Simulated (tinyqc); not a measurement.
Inside a calculation. Model: two-valley model of the transferred-electron effect. Computed by tinyqc, a small Python program that keeps every step. Command: `OMP_NUM_THREADS=1 python tinyqc.py 3007251 3007252 out.jsonl gunn walk`. One thread of a shared host (Intel(R) Xeon(R) Processor @ 2.30GHz), about 0.01 s of CPU time with the checks. Intermediate numbers are printed to about 7 digits and carried at full precision; extremes and crossings named in words are read from the listed rows.

Both kinds of valley share one electron temperature T_e, and each has a constant mobility.

Inputs (values chosen for the exercise, modelled on InP):
```
quantity                         value        unit
central-valley mass m1           0.079         m_0
satellite-valley mass m2          0.25         m_0
satellite valleys Z                  4           -
valley separation dE              0.54          eV
central-valley mobility mu1       4900  cm^2/(V s)
satellite-valley mobility mu2      140  cm^2/(V s)
energy relaxation time tau_E      0.53          ps
lattice temperature T               77           K
electric field F                   3.8       kV/cm
iteration cap                      600           -
doping n                       3.1e+15      1/cm^3
device length L                    6.7  micrometre
permittivity eps                  12.5           -
```

Solver: bisection.

Constants: k_B = 8.617333262e-05 eV/K; eps_0 = 8.8541878128e-12 F/m; e = 1.602176634e-19 C.

## Equilibrium

Density-of-states ratio R = Z (m2/m1)^(3/2); n2/n1 = R exp(-dE/(k_B T_e)); mean mobility mu = (mu1 + mu2 n2/n1)/(1 + n2/n1); energy balance e mu F^2 = (3/2) k_B (T_e - T)/tau_E; v = mu F.

R = 22.51798

n2/n1 without field = 1.020071e-34

low-field mobility = 4900 cm^2/(V s)

dE is 81.4 k_B T, so the satellites are empty without field.

## Electron temperature

Bisection on h(T_e) = T_out(T_e) - T_e between T and T_out(T), with T_out = T + (2/3) e mu(T_e) F^2 tau_E/k_B; stop when the bracket is below 1e-6 K.

Course of the iteration:
```
iteration   T_e (K)  mu (cm^2/(V s))   bracket (K)
1          222.0591         4900.000  1.450591e+02
2          294.5887         4900.000  7.252955e+01
3          330.8534         4899.999  3.626478e+01
4          348.9858         4899.998  1.813239e+01
5          358.0520         4899.997  9.066194e+00
6          362.5851         4899.997  4.533097e+00
7          364.8517         4899.996  2.266549e+00
...             ...              ...           ...
23         367.1180         4899.996  3.458479e-05
24         367.1180         4899.996  1.729239e-05
25         367.1180         4899.996  8.646197e-06
26         367.1180         4899.996  4.323098e-06
27         367.1180         4899.996  2.161549e-06
28         367.1180         4899.996  1.080775e-06
29         367.1180         4899.996  5.403873e-07
```

electron temperature T_e = 367.1180 K

Converged in 29 iterations.

## Velocity

The formulas are those given above.

share in the satellites = 8.698301e-05 %

mean mobility = 4899.996 cm^2/(V s)

drift velocity = 1.861998 1e7 cm/s

## Peak, valley and negative differential mobility

Using T_e as the parameter, F(T_e) = sqrt(3 k_B (T_e - T)/(2 e mu tau_E)) and v = mu F; find the first maximum and the next minimum of v, and the most negative dv/dF between them.

threshold field = 9.820114 kV/cm

peak velocity = 3.573064 1e7 cm/s

T_e at the threshold = 1515.696 K

field of the velocity minimum = 34.35189 kV/cm

valley velocity = 3.048404 1e7 cm/s

peak-to-valley ratio = 1.172110

most negative differential mobility = -432.5098 cm^2/(V s)

At the threshold k_B T_e is dE/4.1. The field of this run lies below the threshold.

## Does a domain form?

Space charge grows at the rate n e |mu_d|/(eps eps_0) during the transit time L/v, with v the valley velocity; Kroemer's criterion asks n L > eps eps_0 v/(e |mu_d|). Transit frequency v/L.

critical n L = 4.868834e+11 1/cm^2

n L of the device = 2.077000e+12 1/cm^2

transit frequency = 45.49857 GHz

n L is 4.27 times the critical product: a domain can mature if the bias field lies in the region of negative slope.

## Velocity against field

The formulas are those given above.

The curve:
```
F (kV/cm)   T_e (K)  share in the satellites (%)  v (1e7 cm/s)  low-field line (1e7 cm/s)
0.38         79.901                 1.958638e-31      0.186200                     0.1862
0.95         95.132                 5.562054e-26      0.465500                     0.4655
1.90        149.530                 1.419862e-15      0.931000                     0.9310
2.70        223.465                 1.492808e-09      1.323000                     1.3230
3.80        367.118                 8.698301e-05      1.861998                     1.8620
5.30        640.668                 1.270853e-01      2.593794                     2.5970
7.60       1141.549                 8.509079e+00      3.416176                     3.7240
11.00      1679.864                 3.506888e+01      3.553793                     5.3900
19.00      2606.397                 6.704145e+01      3.246771                     9.3100
38.00      4838.390                 8.604658e+01      3.055895                    18.6200
```

v falls between 11 and 38 kV/cm, while the share in the slow valleys goes from 35 to 86 %: transfer outruns the rise of the field. With constant mobilities n2/n1 tends to R and v ends on the line (mu1 + R mu2) F/(1 + R), a mobility of 342; real satellites saturate instead. Rows with T_e above 3000 K lie outside the range of a Maxwellian in parabolic valleys.

Checks made by the program: field recovered from T_e by the energy balance (relative difference 6e-10).
